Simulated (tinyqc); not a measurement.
# MOS inversion layer, Poisson-Schroedinger loop: effect of the temperature

Electrons confined at an insulator interface at z = 0, treated as a hard wall; parabolic valleys, Hartree approximation, no image or exchange terms. The depletion charge lies far deeper than the electrons and gives a uniform field q Nd/(eps0 eps_r); the gate balances all charge. Energies are counted from the band edge at the interface.

Schroedinger equation -(C/mz) psi'' + (V0 + U + dE for set B) psi = E psi, C = hbar^2/(2 m0), psi(0) = 0, on a uniform mesh of 800 nodes with a far wall at 20 nm, 8 levels a set; V0 = q Nd z/(eps0 eps_r); dU/dz = q (Ns - integral of n from 0 to z)/(eps0 eps_r), U(0) = 0; N_k = g md m0 q Vt/(pi hbar^2) ln(1 + exp((EF - E_k)/Vt)), g the number of valleys of the set, sum N_k = Ns. Triangular well: E_k = a_k (C F^2/mz)^(1/3), a_1 = 2.338107, a_2 = 4.087949, C = hbar^2/(2 m0), F in eV/nm. Fang-Howard (all electrons in the lowest level of set A): b^3 = 6 (mz1/C) q (Nd + 11 Ns/32)/(eps0 eps_r), centroid 3/b, level C b^2/(4 mz1) + (3/b) q (Nd + 11 Ns/16)/(eps0 eps_r). The centroid adds 3.9 z_av/eps_r to an oxide-equivalent thickness.

Inputs (values chosen for the exercise); masses and permittivity close to those of silicon (100):
```
symbol   value   unit                                     meaning
eps_r     11.7                              relative permittivity
mz1      0.901     m0  mass along z of valley set A (2 valley(s))
md1      0.189     m0    in-plane density-of-states mass of set A
mz2      0.187     m0  mass along z of valley set B (4 valley(s))
md2       0.41     m0    in-plane density-of-states mass of set B
Ns      1.2e12  cm^-2                  sheet density of electrons
Nd      2.7e12  cm^-2           sheet density of depletion charge
dE        0.03     eV               extra shift of set B (strain)
```

Constants: q = 1.602176634e-19 C, kB = 1.380649e-23 J/K, hbar = 1.054571817e-34 J s, m0 = 9.1093837015e-31 kg, Vt = kB T/q, eps0 = 8.8541878128e-14 F/cm where lengths are in cm, hbar^2/(2 m0) = 0.0380998212 eV nm^2. Results are converted to the units shown.

The same in every row: Fang-Howard centroid (nm) = 1.58.

Effect of the temperature:
```
T (K)  A1 (meV)  B1 (meV)  EF (meV)  share of A1 (%)  share of set A (%)  centroid z_av (nm)  added oxide equivalent (nm)
20          119       221       127              100                 100                1.49                        0.496
50          119       221       126              100                 100                1.49                        0.496
77          119       221       124              100                 100                1.49                        0.496
120         119       221       120             99.9                 100                1.49                        0.496
200         119       221       108             97.2                98.6                1.52                        0.506
300         119       222      87.4             86.6                91.9                1.64                        0.547
400         120       224      59.8             73.0                82.6                1.81                        0.603
500         120       225      26.6             60.8                74.1                1.98                        0.660
```

As T goes from 20 to 500, A1 rises from 119 to 120 meV, the share of A1 falls from 100 to 60.8 % and the centroid rises from 1.49 to 1.98 nm. EF lies more than 2 meV above A1 for T = 20, 50, 77. The Fang-Howard centroid is 6.3 % above the full one in the first row, where A1 holds 100 %, and 20 % below it in the last, where A1 holds 60.8 %.

Computed by the program tinyqc: `OMP_NUM_THREADS=1 python tinyqc.py 2160019 2160020 out.jsonl`, one thread of a shared Intel Xeon 2.30GHz, about 0.7 s for the whole run.
